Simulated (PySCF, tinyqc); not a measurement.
Inside a calculation. Method: CIS and TDHF on RHF in the sto-6g basis, frozen core, for BeH+, spin multiplicity 1. The lowest restricted solution is unstable here: a spin-polarised one lies 0.0122 hartree lower (PySCF). One step of it, computed by the program tinyqc.

Task: TDHF (RPA) triplet states. B(ia,jb) = - (ib|ja); the squared energies are the eigenvalues of (A - B)(A + B); 1 hartree = 27.211386 eV.

CIS matrix A, triplet (hartree), lower triangle:
```
          2>3       2>4       2>5       2>6
2>3  0.056372
2>4  0.000000  0.167128
2>5  0.000000  0.000000  0.167128
2>6  0.057142  0.000000  0.000000  0.257410
```

Two-electron integrals over orbitals (pq|rs), unique and non-zero (hartree); the lowest 1 orbital is frozen and left out:
```
(22|22) 0.446901    (32|22) -0.064249   (32|32) 0.068397    (33|22) 0.328606
(33|32) 0.031197    (33|33) 0.420234    (42|42) 0.045975    (43|42) 0.035266
(43|43) 0.047829    (44|22) 0.345704    (44|32) 0.044919    (44|33) 0.378871
(44|44) 0.450117    (52|52) 0.045975    (53|52) 0.035266    (53|53) 0.047829
(54|54) 0.024258    (55|22) 0.345704    (55|32) 0.044919    (55|33) 0.378871
(55|44) 0.401601    (55|55) 0.450117    (62|22) 0.016095    (62|32) -0.057817
(62|33) -0.004963   (62|44) -0.070630   (62|55) -0.070630   (62|62) 0.117109
(63|22) -0.057142   (63|32) 0.064757    (63|33) 0.047967    (63|44) 0.039678
(63|55) 0.039678    (63|62) -0.062051   (63|63) 0.081298    (64|42) -0.024584
(64|43) -0.006864   (64|64) 0.021973    (65|52) -0.024584   (65|53) -0.006864
(65|65) 0.021973    (66|22) 0.453271    (66|32) -0.067394   (66|33) 0.357178
(66|44) 0.350019    (66|55) 0.350019    (66|62) 0.038811    (66|63) -0.058680
(66|66) 0.487526
```

Give: TDHF matrix B, triplet; squared energies w^2; TDHF energies from the positive w^2.

Result:

TDHF matrix B, triplet (hartree), lower triangle:
```
        2>3     2>4     2>5     2>6
2>3  -0.068
2>4   0.000  -0.046
2>5   0.000   0.000  -0.046
2>6   0.058   0.000   0.000  -0.117
```

squared energies w^2 (hartree^2): -0.011  0.026  0.026  0.062

TDHF energies from the positive w^2 (eV): 4.372  4.372  6.781

A + B or A - B has a negative eigenvalue: the restricted solution is unstable towards a spin-polarised one, a negative w^2 means an imaginary energy, and the lowest roots have no physical meaning.
